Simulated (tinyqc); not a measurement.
Pair-potential crystal by lattice sums. Convergence with the cut-off. Computed by tinyqc, a small Python program. Command: `OMP_NUM_THREADS=1 python tinyqc.py 3020140 3020141 out.jsonl pairsum sweep`. One thread of a shared host (Intel(R) Xeon(R) Processor @ 2.30GHz), about 0.04 s of CPU time with the checks.

Energy per atom E = (1/2) sum over neighbours of phi(r); d is the nearest-neighbour distance.

Inputs (values chosen for the exercise, for model atoms): well depth eps = 0.212 eV; pair minimum r0 = 3.97 angstrom; stiffness alpha r0 = 6.1.

Potential: Morse. Structure: hcp.

Constants: 1 eV/angstrom^3 = 160.2176634 GPa.

Method:
- phi0(r) = eps [exp(-2 alpha (r - r0)) - 2 exp(-alpha (r - r0))]; shifted-force cut-off: phi(r) = phi0(r) - phi0(r_c) - (r - r_c) phi0'(r_c) for r < r_c, zero beyond.
- Shells (distance in units of d, count): fcc 1.0000 (12), 1.4142 (6), 1.7321 (24), 2.0000 (12), 2.2361 (24), 2.4495 (8), 2.6458 (48), 2.8284 (6), 3.0000 (36), 3.1623 (24); hcp 1.0000 (12), 1.4142 (6), 1.6330 (2), 1.7321 (18), 1.9149 (12), 2.0000 (6), 2.2361 (12), 2.3805 (12), 2.4495 (6), 2.5166 (6), 2.5820 (12), 2.6458 (24), 2.7080 (6), 2.8868 (12), 3.0000 (12), 3.1091 (24), 3.1623 (12); bcc 1.0000 (8), 1.1547 (6), 1.6330 (12), 1.9149 (24), 2.0000 (8), 2.3094 (6), 2.5166 (24), 2.5820 (24), 2.8284 (24), 3.0000 (32); sc 1.0000 (6), 1.4142 (12), 1.7321 (8), 2.0000 (6), 2.2361 (24), 2.4495 (24), 2.8284 (12), 3.0000 (30), 3.1623 (24); diamond 1.0000 (4), 1.6330 (12), 1.9149 (12), 2.3094 (6), 2.5166 (12), 2.8284 (24), 3.0000 (16). Volumes per atom in d^3: fcc 0.70711, hcp 0.70711, bcc 0.76980, sc 1.00000, diamond 1.53960; hcp has the ideal c/a. Every shell inside the cut-off is summed.
- Equilibrium: dE/dd = 0 at the lowest minimum with d between 0.78 r0 and 1.45 r0; B = d^2 E''(d)/(9 Omega).
- Unrelaxed vacancy: removing an atom breaks its bonds (2|E|) and placing it on the surface returns |E|, so E_v = |E|.

One run for each value:

| cut-off r_c/r0 | energy per atom (eV) | equilibrium distance d (angstrom) | bulk modulus B (GPa) |
|---|---|---|---|
| 1.30 | -0.2968 | 4.0838 | 21.114 |
| 1.48 | -0.7695 | 3.9956 | 31.155 |
| 1.83 | -1.2571 | 3.9306 | 40.680 |
| 2.00 | -1.3526 | 3.9168 | 42.726 |
| 2.18 | -1.4056 | 3.9104 | 44.114 |
| 2.35 | -1.4294 | 3.9078 | 44.486 |
| 2.53 | -1.4411 | 3.9065 | 44.735 |
| 2.70 | -1.4461 | 3.9059 | 44.815 |

Give the missing row, cut-off r_c/r0 = 1.65.

Computed row:
```
cut-off r_c/r0  energy per atom (eV)  equilibrium distance d (angstrom)  bulk modulus B (GPa)
1.65                         -1.0768                             3.9559                37.795
```

Interpolating between the two neighbouring rows (linearly) misses most in energy per atom (eV), by 6.5 %. Over the rows, energy per atom (eV) falls from -0.297 to -1.45 (exponent d ln y / d ln x 7.3 between the first rows and 0.054 between the last); equilibrium distance d (angstrom) falls from 4.08 to 3.91 (exponent d ln y / d ln x -0.17 between the first rows and -0.0025 between the last); bulk modulus B (GPa) rises from 21.1 to 44.8 (exponent d ln y / d ln x 3.0 between the first rows and 0.027 between the last). The last step still changes E by 0.35 %; the shifted force weakens every bond, by less as r_c grows.

Extremes, crossings and ranges named in words are read from the listed rows.
